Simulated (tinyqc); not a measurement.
One gate, two gates and a surrounding gate.

Below threshold the potential that source and drain add obeys Laplace's equation, vanishes on the gates and decays along the channel as exp(-k y). The same ts (depleted depth over a conducting body, body thickness or wire diameter), ti and permittivities in three geometries; k is the smallest positive root of: one gate, f(k) = eps_r sin(k ti) cos(k ts) + ei cos(k ti) sin(k ts); two gates, f(k) = ei cos(k ti) cos(k ts/2) - eps_r sin(k ti) sin(k ts/2); wire, f(k) = ei J0(u)[J1(u) Y0(v) - Y1(u) J0(v)] - eps_r J1(u)[J0(u) Y0(v) - Y0(u) J0(v)], u = k ts/2, v = u + k ti. Parabolic estimates of l: sqrt((eps_r/ei) ts ti); sqrt((eps_r/(2 ei)) ts ti (1 + ei ts/(4 eps_r ti))); sqrt([2 eps_r ts^2 ln(1 + 2 ti/ts) + ei ts^2]/(16 ei)), in the same order.

Values chosen for this exercise; permittivities: semiconductor close to that of silicon, insulator close to that of hafnium oxide:
- eps_r = 11.8 (relative permittivity of the semiconductor)
- ei = 21.5 (relative permittivity of the insulator)
- ti = 14 nm (insulator thickness)
- ts = 8.1 nm (wire diameter)

Scale lengths (nm):
```
,Lambda = pi/k,l = 1/k,l(parabolic)
one gate over a conducting body,23.66,7.531,7.889
two gates,32.61,10.38,6.271
wire,22.70,7.226,3.290
```

What does the comparison show?

The wire has the shortest scale length, 0.696 times that of the double gate; the single gate over a conducting body has 0.726 times it, its layer ending directly on a conductor where the double gate has a second insulator. The parabolic estimates are 4.8 % above, 40 % below and 54 % below the exact l, in the order of the rows.

Computed by the program tinyqc: `OMP_NUM_THREADS=1 python tinyqc.py 2420052 2420053 out.jsonl`, one thread of a shared Intel Xeon 2.30GHz, about 0.01 s for the whole run.
